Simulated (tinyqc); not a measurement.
Mass anisotropy: shallow donor in an anisotropic valley (effective-mass theory).

One valley: H = -c [(d2/dx2 + d2/dy2)/mt + (d2/dz2)/ml] - q/(eps r), c = hbar^2/2m0, q = e^2/(4 pi eps0). Trial function exp(-sqrt((x^2 + y^2)/a^2 + z^2/b^2)) with a > b: T = (c/3)(2/(mt a^2) + 1/(ml b^2)), V = -(q/eps) atan(u/b)/u, u = sqrt(a^2 - b^2). The central cell of the impurity is left out.

Constants: hbar^2/2m0 = 3.80998211 eV angstrom^2; e^2/(4 pi eps0) = 14.39964547 eV angstrom; Ry = 13.60569312 eV; a0 (Bohr radius) = 0.5291772105 angstrom.

Values chosen for the exercise (out of a larger set: near those of Ge; not measured data): mt = 0.081 m0 (transverse mass); eps = 14.9 (dielectric constant); xs = (1.1, 1.8, 2.9, 6.9, 12, 20, 66, 170) (ratios ml/mt).

mt and eps fixed, ml varied. Energies in units of Ry*(mt) = Ry mt/eps^2 and lengths in a*(mt) = a0 eps/mt; the last two columns use one mass, 3/(1/ml + 2/mt) or (ml mt^2)^(1/3).

Results:
```
ml/mt   a/a*    b/a  binding  conductivity mass  density-of-states mass
1.10   0.980  0.967    1.032              1.031                   1.032
1.80   0.888  0.811    1.203              1.174                   1.216
2.90   0.813  0.686    1.377              1.279                   1.426
6.90   0.709  0.507    1.701              1.399                   1.904
12.0   0.658  0.418    1.906              1.440                   2.289
20.0   0.620  0.351    2.090              1.463                   2.714
170    0.517  0.169    2.748              1.496                   5.540
```

Give the missing row, ml/mt = 66.0.

Computed row:
```
ml/mt   a/a*    b/a  binding  conductivity mass  density-of-states mass
66.0   0.553  0.233    2.483              1.489                   4.041
```

The binding grows from 1.03 to 2.75 Ry*(mt); for ml going to infinity the exact problem becomes two-dimensional, with 4 Ry*. The conductivity mass saturates at 1.5 and underbinds, by 18 % at ml/mt = 6.9; the density-of-states mass errs by +12 % there and by +102 % in the last row. With these mt and eps one unit is 4.96 meV.

(tinyqc, `OMP_NUM_THREADS=1 python tinyqc.py 1282620 1282621 out.jsonl`, Intel(R) Xeon(R) Processor @ 2.30GHz, 1 thread, shared host, about 0.01 s.)
